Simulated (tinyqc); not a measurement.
Transfer-length model of a contact: course of the iteration.

A metal contact of length d and width W on a thin layer of the same width. The metal has no resistance, the sheet resistance under it equals Rsh, and current enters the layer at the front edge x = 0.

A = Lt coth(d/Lt) is solved for Lt, starting from Lt = A. Lt(new) = A tanh(d/Lt).

Stop when Lt changes by less than 1e-9 of itself, or after 40 iterations.

Inputs (values chosen for the exercise):
- d = 0.099 um (contact length)

A = 0.168243 um

Course of the iteration:

| iteration | Lt (um) | relative change |
|---|---|---|
| 1 | 0.0889616 | 0.471 |
| 2 | 0.135446 | 0.523 |
| 3 | 0.104921 | 0.225 |
| 4 | 0.123971 | 0.182 |
| 5 | 0.111585 | 0.0999 |
| 6 | 0.119455 | 0.0705 |
| 7 | 0.114373 | 0.0425 |
| 8 | 0.117623 | 0.0284 |
| 9 | 0.115532 | 0.0178 |
| ... | ... | ... |
| 32 | 0.116347 | 6.72e-7 |
| 33 | 0.116347 | 4.32e-7 |
| 34 | 0.116347 | 2.77e-7 |
| 35 | 0.116347 | 1.78e-7 |
| 36 | 0.116347 | 1.14e-7 |
| 37 | 0.116347 | 7.33e-8 |
| 38 | 0.116347 | 4.71e-8 |
| 39 | 0.116347 | 3.02e-8 |
| 40 | 0.116347 | 1.94e-8 |

Did this iteration meet its convergence test, and what does its course show?

No. Not converged within 40 iterations: the values swing above and below the root and close in slowly. The plain step multiplies the error by -2x/sinh(2x) = -0.64 with x = d/Lt = 0.85, which nears -1 for a contact short against Lt. A rerun with Newton steps converges in 5 iterations, to 0.11635 um.

tinyqc, about 0.01 s, one thread, Intel Xeon 2.30GHz (shared host): `OMP_NUM_THREADS=1 python tinyqc.py 2760029 2760030 out.jsonl`
